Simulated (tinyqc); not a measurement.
What each parameter does: cyclotron resonance of ellipsoidal valleys, Ge type.

Valleys along [111], [-111], [1-11], [11-1], mass ml along the axis and mt across it. B lies in the (1-10) plane, b = (sin(theta)/sqrt2, sin(theta)/sqrt2, cos(theta)). For the angle phi between B and the axis, 1/mc^2 = cos^2(phi)/mt^2 + sin^2(phi)/(mt ml). Resonance: h nu = 2 muB B/mc, h = 2 pi hbar.

Constants: hbar = 6.58211957e-16 eV s; muB = 5.788381798e-05 eV/T.

Parameters, chosen for this exercise (near those of Ge; the results hold for these values, not for the real material):
- ml = 1.635 m0 (longitudinal mass)
- mt = 0.078 m0 (transverse mass)
- theta = 82 degrees (angle of B from [001] towards [110])
- nu = 9.4 GHz (microwave frequency)

Resonance fields B = h nu mc/(2 muB) of the valleys [111], [-111] and [11-1].

One parameter was then changed.

Results before and after:
```
case     [111] (T)  [-111] (T)  [11-1] (T)
base        0.0293      0.1129      0.0352
changed     0.0293      0.1200      0.0353
```

Which of these changes was made? (a) nu = 10.34 GHz; (b) mt = 0.07 m0; (c) theta = 86 degrees; (d) ml = 1.88 m0.

Answer: (d) ml = 1.88 m0. Of the candidates, run in turn, only this one gives the changed row.

All candidates:
```
case                [111] (T)  [-111] (T)  [11-1] (T)
base                   0.0293      0.1129      0.0352
ml = 1.88 m0           0.0293      0.1200      0.0353
mt = 0.07 m0           0.0263      0.1062      0.0317
theta = 86 degrees     0.0304      0.1180      0.0333
nu = 10.34 GHz         0.0322      0.1242      0.0388
```

tinyqc: `OMP_NUM_THREADS=1 python tinyqc.py 1281245 1281246 out.jsonl`; about 0.01 s, one thread, shared Intel(R) Xeon(R) Processor @ 2.30GHz.
